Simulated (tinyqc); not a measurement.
Deep-level transient spectroscopy: one step of the calculation.

Schottky contact on an n-type layer with shallow donors Nd (all ionised) and a donor-like deep trap, neutral when filled and positive when empty; depletion approximation. Traps within lam of the depletion edge stay filled. A long pulse to Vp fills the traps beyond x1 = Wp - lam; back at Vr those between x1 and x2 = Wr - lam emit. A rate window reads S = C(t2) - C(t1).

Question. Emission rate and rate window. Emission rate en = sn vth(T) Nc(T) exp(-Et/kB T) = sn g T^2 exp(-Et/kB T), g = vth Nc/(300 K)^2, as vth goes as T^0.5 and Nc as T^1.5 (degeneracy factor 1). For an exponential transient S peaks where en = ew = ln(t2/t1)/(t2 - t1).

Parameters, values chosen for the exercise; material values close to those of indium phosphide: conduction-band density of states at 300 K Nc = 5.81e17 cm^-3; thermal velocity at 300 K vth = 4.2e7 cm/s; depth of the trap below the conduction edge Et = 0.35 eV; capture cross-section sn = 3.9e-16 cm^2; first sampling time t1 = 1 ms; second sampling time t2 = 2.5 ms; temperature of the transient T = 235 K.

Constants: q = 1.602176634e-19 C, kB = 1.380649e-23 J/K. Results are converted to the units shown.

Find: g; en; 1/en; ew.

Answer.

g = 2.711e20 cm^-2 s^-1 K^-2
en = 182.1 1/s
1/en = 5.491 ms
ew = 610.9 1/s

Computed by the program tinyqc: `OMP_NUM_THREADS=1 python tinyqc.py 2050133 2050134 out.jsonl`, one thread of a shared Intel Xeon 2.30GHz, about 0.01 s for the whole run.
